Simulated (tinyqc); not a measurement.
# FinFET, parasitic resistance, capacitance and delay, step by step

Program tinyqc, `OMP_NUM_THREADS=1 python tinyqc.py 2170170 2170171 out.jsonl`; Intel Xeon 2.30GHz, shared host, one thread, about 0.04 s. Printed values are rounded.

Nf fins under one contact; each has gated perimeter p = 2 Hf + Wf and cross-section A = Hf Wf; contact width Wc = Nf pf, stack height Hs = Hf. Contact length Lc = CPP - Lg - 2 Lsp, shared by two neighbouring gates. Source and drain sides are equal. The formulas are first-order estimates, not field solutions.

Inputs (values chosen for the exercise); values close to those of silicon logic devices: temperature T = 300 K; number of fins Nf = 2; fin height Hf = 55 nm; fin width Wf = 8 nm; fin pitch pf = 34 nm; contacted gate pitch CPP = 51 nm; gate length Lg = 18 nm; spacer length Lsp = 5 nm; relative permittivity of the spacer ks = 5.5; gate height above the channel stack Hc = 30 nm; contact resistivity rc = 9e-10 ohm cm^2; resistivity of the source-drain epitaxy re = 0.00054 ohm cm; current-carrying depth of the epitaxy te = 25 nm; resistivity of the extension rx = 0.00048 ohm cm; gate overlap Lov = 2 nm; inversion capacitance Cinv = 2.4 uF/cm^2; injection velocity vx = 1.6e7 cm/s; apparent mobility mu = 310 cm^2/(V s); threshold at zero drain voltage VT = 0.29 V; barrier lowering dl = 0.062 V/V; subthreshold factor n = 1.2; wire load Cw = 0.27 fF; supply voltage Vdd = 0.75 V.

Constants: q = 1.602176634e-19 C, kB = 1.380649e-23 J/K, eps0 = 8.8541878128e-12 F/m, Vt = kB T/q. Results are converted to the units shown.

## Geometry and resistances

Epitaxy sheet resistance Rsh = re/te, transfer length LT = sqrt(rc/Rsh), contact Rc = [sqrt(rc Rsh)/Wc] coth(Lc/(2 LT)); extension of one fin Rx = rx Lsp/A. Effective width N p; for equal currents one side has Rc + Rx/N.

Lc = 23 nm
effective width = 236 nm
Rsh = 216 ohm
LT = 20.41241 nm
Rc = 127.0159 ohm
Rx = 54.54545 ohm
one side times effective width = 36.41211 ohm um

Lc/2 is 0.56 transfer lengths, and Rc is 10 % above the area limit rc/(Wc Lc/2). The contact makes up 82.3 % of one side.

## Capacitances

With N fins: gate Cg = Cinv p N Lg; per side, plate Cp = ks eps0 [Wc (Hs + Hc) - N A]/Lsp, top fringe Cf = (2/pi) ks eps0 Wc ln(1 + Lg/(2 Lsp)), overlap Co = Cinv p N Lov. Cs = Cp + Cf + Co. An inverter of two such devices driving an equal one has the load CL = 2 (Cg + 2 Cs) + 4 Cs + Cw (its own drains counted twice for the Miller effect).

Cg = 101.9520 aF
Cp = 47.72407 aF
Cf = 2.170587 aF
Co = 11.32800 aF
CL = 963.6853 aF

The channel capacitance gives 21.2 % of CL, the parasitic parts 50.8 % and the wire 28.0 %.

## Iteration 1: fin currents at Vgs = Vdd, Vds = Vdd/2

I at the start (uA): fin 1 0, fin 2 0

One fin: I = p Q vx u/(1 + |u|^1.8)^(1/1.8), Q = Cinv n Vt ln(1 + exp((Vg' - VT + dl Vd')/(n Vt))), u = Vd' mu/(vx Lg), Vg' = Vgs - v, Vd' = Vds - 2 v, with the drop on each side v = Rc (sum of I) + Rx I. I(new) = I(out).

drop v (mV): fin 1 0, fin 2 0
I(out) (uA): fin 1 209.6830, fin 2 209.6830
I after iteration 1 (uA): fin 1 209.6830, fin 2 209.6830

## Iteration 2: fin currents at Vgs = Vdd, Vds = Vdd/2

As before.

drop v (mV): fin 1 64.70341, fin 2 64.70341
I(out) (uA): fin 1 170.1714, fin 2 170.1714
I after iteration 2 (uA): fin 1 170.1714, fin 2 170.1714

## Course of the iteration: fin currents at Vgs = Vdd, Vds = Vdd/2

Stop when the largest change of I is below 1e-6 uA, or after 80 iterations.

Course of the iteration:

| iteration | total I (uA) | largest \|change\| of one entry (uA) |
|---|---|---|
| 1 | 419.3661 | 210 |
| 2 | 340.3427 | 39.5 |
| 3 | 356.3203 | 7.99 |
| 4 | 353.1478 | 1.59 |
| 5 | 353.7799 | 0.316 |
| 6 | 353.6540 | 0.0629 |
| 7 | 353.6791 | 0.0125 |
| 8 | 353.6741 | 2.50e-3 |
| 9 | 353.6751 | 4.97e-4 |
| 10 | 353.6749 | 9.89e-5 |
| 11 | 353.6749 | 1.97e-5 |
| 12 | 353.6749 | 3.92e-6 |
| 13 | 353.6749 | 7.81e-7 |

Converged in 13 iterations. At the end each change is about 0.20 times the one before: linear convergence.

## Effective current, delay and energy

IH = I(Vdd, Vdd/2) = 353.6749 uA
IL = I(Vdd/2, Vdd), solved likewise = 102.3681 uA

Ieff = (IH + IL)/2, delay CL Vdd/(2 Ieff), energy CL Vdd^2, with CL the load of an inverter that drives an equal one.

Ieff = 228.0215 uA
delay = 1.584859 ps
energy = 542.0730 aJ

Without any series resistance Ieff would be 269 uA, so the resistances cost 15.1 %.
